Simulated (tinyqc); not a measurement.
# Single-band model of a thermoelectric material, step by step

A worked calculation. Computed by tinyqc, a small Python program that keeps every step. Command: `OMP_NUM_THREADS=1 python tinyqc.py 3024671 3024672 out.jsonl thermo walk`. One thread of a shared host (Intel(R) Xeon(R) Processor @ 2.30GHz), about 0.01 s of CPU time with the checks. Intermediate numbers are printed to about 6 digits and carried at full precision; extremes and crossings named in words are read from the listed rows.

One spherical band, one scattering law, no minority carriers and no phonon drag. In a real material minority carriers limit |S| to about E_g/(2 e T), so larger values are formal. eta = E_F/(k_B T) is counted from the band edge; f = 1/(1 + exp(x - eta)).

Inputs (values chosen for the exercise, modelled on n-type PbTe):
```
quantity                                value        unit
density-of-states mass m                 0.24         m_0
non-parabolicity alpha                    1.9        1/eV
mobility parameter mu_300                1600  cm^2/(V s)
temperature exponent p                      2           -
lattice thermal conductivity kappa_L        1     W/(m K)
carrier density n                     9.8e+18      1/cm^3
temperature T                             710           K
```

Band: Kane. Scattering: acoustic phonons, r = -0.5.

Constants: m_0 = 9.1093837015e-31 kg; k_B = 1.380649e-23 J/K; hbar = 1.054571817e-34 J s; k_B = 8.617333262e-05 eV/K; e = 1.602176634e-19 C.

## Fermi level

With x = E/(k_B T), a = alpha k_B T (0 for a parabolic band), G = x (1 + a x), D = 1 + 2 a x and <y> = int y f (1 - f) dx, f = 1/(1 + exp(x - eta)): tau = tau_0 G^r/D; transport function s = G^(3/2 + r)/D^2; n = N_0 <G^(3/2)> with N_0 = (2 m k_B T)^(3/2)/(3 pi^2 hbar^3). Integrals over x = E/(k_B T) use 160 Gauss-Legendre points in u = sqrt(x) from 0 to sqrt(max(eta, 0) + 32). Solve for eta.

N_0 = 8.08087e+18 1/cm^3

reduced Fermi level eta = -0.307368

## Transport integrals

The formulas are those given above.

<s> = 0.320169

<x s> = 0.615264

<x^2 s> = 1.69945

<G^(3/2)> = 1.21274

<G^(3/2 + 2r)/D^4> = 0.159833

## Coefficients

sigma = e mu_0 N_0 <s> with mu_0 = e tau_0/m = mu_300 (T/300 K)^(-p); |S| = (k_B/e)(<x s>/<s> - eta); Lorenz number L = (k_B/e)^2 (<x^2 s>/<s> - (<x s>/<s>)^2); kappa_e = L sigma T; zT = S^2 sigma T/(kappa_L + kappa_e). Hall factor r_H = <G^(3/2)> <G^(3/2 + 2r)/D^4>/<s>^2; drift mobility sigma/(n e) with n = N_0 <G^(3/2)>; power factor S^2 sigma.

conductivity sigma = 118.411 S/cm

Seebeck coefficient |S| = 192.085 microvolt/K

Lorenz number L = 1.19935 1e-8 V^2/K^2

drift mobility = 75.4149 cm^2/(V s)

Hall factor r_H = 1.89094

power factor = 4.36898 microwatt/(cm K^2)

kappa_e = 0.100832 W/(m K)

zT = 0.281785

L is 49 % of the degenerate value pi^2/3 (k_B/e)^2 = 2.443. The charge carriers transport 9 % of the heat.

## Best doping

Quality factor B = (k_B/e)^2 e mu_0 N_0 T/kappa_L; zT and the power factor are maximised over eta between -8 and 30.

quality factor B = 0.194993

eta of the largest zT = -0.463343

density of the largest zT = 8.56486e+18 1/cm^3

largest zT = 0.282892

|S| at the largest zT = 202.657 microvolt/K

eta of the largest power factor = -0.228707

density of the largest power factor = 1.04796e+19 1/cm^3

largest power factor = 4.37287 microwatt/(cm K^2)

The sample is overdoped by a factor 1.14 and reaches 100 % of the best zT. zT peaks at a density 1.22 times lower than the power factor, because kappa_e grows with n.

## Against the Fermi level

The formulas are those given above.

The same material at other dopings:
```
eta   n (1/cm^3)  |S| (microvolt/K)  sigma (S/cm)  power factor (microwatt/(cm K^2))           zT
-4   2.89068e+17            487.357         4.147                            0.98496  6.97100e-02
-3   7.78703e+17            402.415        11.064                            1.79162  1.26126e-01
-2   2.06737e+18            319.454        28.649                            2.92363  2.03012e-01
-1   5.30231e+18            241.174        69.211                            4.02562  2.70578e-01
0    1.26895e+19            172.195       146.366                            4.33988  2.73171e-01
1    2.73113e+19            117.233       256.525                            3.52557  2.00184e-01
2    5.21472e+19             77.636       373.175                            2.24926  1.12923e-01
4    1.41298e+20             33.757       547.504                            0.62390  2.52326e-02
6    2.95411e+20             15.660       640.803                            0.15715  5.57876e-03
10   8.57880e+20              4.671       719.453                            0.01570  5.02198e-04
```

|S| falls and sigma rises with eta, so their product S^2 sigma peaks: among these rows at eta = 0, and zT at eta = 0, where |S| = 172 microvolt/K. zT stays above 90 % of its best row from n = 5.3e18 to 1.3e19 per cm^3.

Checks made by the program: n recomputed from eta (relative difference below 1e-10).
